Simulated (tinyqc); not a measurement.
Inside a calculation. Method: UHF in the 6-311g basis, for H2, spin multiplicity 3. One step of it, computed by the program tinyqc.

Task: Iteration 2: DIIS coefficients. Solve [B -1; -1 0][c; lambda] = [0; -1] for the coefficients, which sum to one.

B (overlaps of the stored error matrices):
```
               1              2
1  1.2427921e-02  4.1510841e-03
2  4.1510841e-03  1.4986188e-03
```

Give: DIIS coefficients.

Result:

DIIS coefficients: -0.4716  1.4716
